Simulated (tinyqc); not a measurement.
Conductance of a narrow metal strip with scatterers (square lattice, Green functions): sweeps and comparisons. A value that a table varies takes the place of the one given here.

A strip of W sites across with hard walls, site energy 0 and hopping -t. Mode n = 1 to W has profile chi_n(j) = sqrt(2/(W + 1)) sin(n j pi/(W + 1)) and energy en = -2t cos(n pi/(W + 1)); E = en - 2t cos(kn a). With z_n = exp(i kn a) (Im k > 0 for closed modes, |z| < 1) each lead gives the self-energy -t z_n in mode n. One column carries the site energies v, here a uniform barrier across the strip, as of a grain boundary. In the mode basis V_nm = sum_j chi_n(j) v_j chi_m(j), G = (E - en + 2 t z_n - V)^-1, and t_nm = 2t sqrt(sin(kn a) sin(km a)) G_nm in size for open modes. T = sum |t_nm|^2, conductance (2e^2/h) T.

Constants: e^2/h = 3.874045865e-05 S.

Values chosen for the exercise (hopping and spacing of the size met in Cu or Al; the lattice is a model; shifted at random, so the results belong to these values and not to a real crystal): t = 1.07 eV (hopping); W = 5 (sites across); v = (1.1, 1.1, 1.1, 1.1, 1.1) eV (site energies in the scattering column); a = 2.55 angstrom (spacing); E = 0.48 eV (Fermi energy).

## Conductance steps with and without the scatterer

E is varied across the lower half of the band.

Against energy:

| E/t | E (eV) | open modes | T | reflected |
|---|---|---|---|---|
| -3.30 | -3.531 | 1 | 0.5933 | 0.4067 |
| -2.95 | -3.156 | 2 | 0.8617 | 1.1383 |
| -2.65 | -2.836 | 2 | 1.2965 | 0.7035 |
| -2.30 | -2.461 | 2 | 1.4629 | 0.5371 |
| -1.95 | -2.087 | 3 | 1.6921 | 1.3079 |
| -1.65 | -1.766 | 3 | 2.1099 | 0.8901 |
| -1.30 | -1.391 | 3 | 2.2563 | 0.7437 |
| -0.95 | -1.016 | 4 | 2.4562 | 1.5438 |
| -0.65 | -0.696 | 4 | 2.8331 | 1.1669 |
| -0.30 | -0.321 | 4 | 2.8903 | 1.1097 |
| 0.05 | 0.053 | 5 | 3.2330 | 1.7670 |

The clean strip goes from 1 to 5 open modes. The reflected flux ranges from 0.407 (E/t = -3.3) to 1.767 (E/t = 0.05). A uniform barrier reflects each mode by v^2/(v^2 + (2t sin(kn a))^2), most the slow ones just above their thresholds.

## The same scatterer in wider strips

Width (W + 1) a; the strength is the entry of v largest in size. The barrier spans the width. Added resistance (1/T - 1/M)/(2 e^2/h), M the number of open modes.

Against width:

| W | width (angstrom) | M | T | T/M | added resistance (ohm) |
|---|---|---|---|---|---|
| 3 | 10.2 | 3 | 1.8601 | 0.6200 | 2636.6 |
| 4 | 12.8 | 3 | 2.2337 | 0.7446 | 1476.0 |
| 5 | 15.3 | 4 | 2.8928 | 0.7232 | 1235.0 |
| 6 | 17.9 | 5 | 3.4916 | 0.6983 | 1115.1 |
| 8 | 22.9 | 7 | 4.4165 | 0.6309 | 1078.5 |
| 10 | 28.1 | 8 | 5.5850 | 0.6981 | 697.6 |
| 14 | 38.2 | 11 | 7.6849 | 0.6986 | 506.1 |
| 20 | 53.5 | 16 | 10.9071 | 0.6817 | 376.6 |

The added resistance is 2637 ohm at W = 3 and 376.6 at W = 20; from W = 10 to 20 it changes by a factor 0.54, where 1/M gives 0.50 and 1/M^2 gives 0.25. A barrier across the strip keeps T/M near a constant (0.63 to 0.70 for W of 8 and more), so its resistance goes as 1/width on average, with steps as modes open: resistance times width runs from 19.4 to 24.8 kohm angstrom there.

## What each change does

Open modes M, T and the added resistance (1/T - 1/M)/(2 e^2/h). Each row changes one parameter from the base and keeps the others.

Results:

| case | M | T | added resistance (ohm) |
|---|---|---|---|
| base | 4 | 2.8928 | 1235 |
| t = 1.113 eV | 4 | 2.9553 | 1141 |
| E = 0.57 eV | 4 | 2.8778 | 1258 |
| v = (1.43, 1.43, 1.43, 1.43, 1.43) eV | 4 | 2.4385 | 2066 |

The largest shifts from the base row, up to three for each result and ties (the steps differ in size, so this ranks the rows, not the parameters). M: unchanged at the printed digits by t, E and v. T: v -0.4543, t +0.0625, E -0.0150. added resistance (ohm): v +831, t -94, E +23.

tinyqc: `OMP_NUM_THREADS=1 python tinyqc.py 1452067 1452068 out.jsonl`; about 0.01 s, one thread, shared Intel(R) Xeon(R) Processor @ 2.30GHz.
